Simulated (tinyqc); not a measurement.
Inside a calculation: donor near an oxide interface in a gate field (two-state model). Values are carried at full precision from step to step, so a last printed digit may differ when a step is redone from the rounded ones.

Interface at z = 0 (hard wall), donor at z = d, field F pulling electrons to the interface: potential e F z; 1 kV/cm = 1e-5 eV/angstrom, c = hbar^2/2m0, q = e^2/(4 pi eps0), Q = (eps - eo)/(eps + eo). Donor state: E_D = e F d - ED - q Q/(4 eps d), the last term joining the images of ion and electron. Interface state: z exp(-b z/2) exp(-rho^2/(2 L^2)) with E_z = c b^2/(4 mz) + 3 e F/b + q Q b/(8 eps), minimised over b; in the plane at z = 3/b the ion (distance D = d - 3/b) and its image (D' = d + 3/b) give E_rho = c/(mt L^2) - (q/eps)(sqrt(pi)/L)[erfcx(D/L) + Q erfcx(D'/L)], erfcx(x) = exp(x^2) erfc(x), minimised over L. E_I = E_z + E_rho.

Constants: hbar^2/2m0 = 3.80998211 eV angstrom^2; e^2/(4 pi eps0) = 14.39964547 eV angstrom.

Values chosen for the exercise (near those of a donor in Si below Si3N4, static dielectric constants; the results hold for these values, not for the real material):
- d = 140 angstrom (depth of the donor)
- ED = 45.4 meV (bulk binding energy)
- mz = 0.932 m0 (mass across the interface)
- mt = 0.186 m0 (mass in the plane)
- eps = 11.5 (dielectric constant of the semiconductor)
- eo = 7.5 (dielectric constant of the oxide)
- F = 50 kV/cm (field in the semiconductor)
- aD = 17 angstrom (donor radius)
- v = 0.36 (valley factor)

## The interface state across the interface

Solve c b/(2 mz) - 3 e F/b^2 + q Q/(8 eps) = 0; give Q, b, the three terms of E_z and <z> = 3/b.

Q = 0.2105
b = 0.08513 1/angstrom

kinetic, field and image terms (meV): 7.41  17.62  2.81

<z> = 35.2 angstrom

The image pushes the electron away from the oxide; without it <z> would be 33.3 angstrom.

## Binding in the plane

Give D, D', the best L, both terms and E_rho.

D, D' (angstrom): 104.8  175.2

L = 106.9 angstrom

kinetic and Coulomb terms (meV): 1.79  -10.30

E_rho = -8.51 meV

The bottom of the well lies at -13.5 meV, so the level is 37 % of the way up; L/D = 1.02. Above the critical field the ionised donor would thus still hold its electron as a dot at the interface.

## Where the electron sits

The two states couple by t = t0 exp(-D/aD) with t0 = q/(eps aD) (2 aD/L) sqrt(aD b/2) v, v a valley factor; this form is an estimate. With detuning u = E_D - E_I the splitting is sqrt(u^2 + 4 t^2) and the lower state has weight (1 - u/sqrt(u^2 + 4 t^2))/2 on the donor.

Give E_D, E_I, t, the splitting and the donor weight.

E_D, E_I (meV): 24.13  19.32

t = 0.0151 meV
splitting = 4.81 meV
donor weight = 0.000

The electron is at the interface; the contact hyperfine coupling scales with the donor weight. With this t, the tunnelling time pi hbar/(2t) at a crossing would be 68.4 ps (hbar = 6.58212e-16 eV s); here the detuning is 318 t.

## Critical field

Find F at which E_D = E_I; compare the rule e F d = ED. The crossing width is 4t/(e D), with t and D formed anew at that field.

critical field = 45.3 kV/cm
ED/(e d) = 32.4 kV/cm
width = 0.062 kV/cm

The confinement energy E_z = 26.2 meV raises the field needed and the attraction E_rho = -8.6 meV lowers it; the result is 1.40 times the simple rule.

## Checks

- E_z without images against 1.5 x 6^(2/3)/2 (c (e F)^2/mz)^(1/3), meV: both 24.94.
- E_rho from the radial equation in the full Coulomb well against the Gaussian trial function, meV: -8.6 against -8.5.

tinyqc: `OMP_NUM_THREADS=1 python tinyqc.py 1250655 1250656 out.jsonl`; about 0.04 s, one thread, shared Intel(R) Xeon(R) Processor @ 2.30GHz.
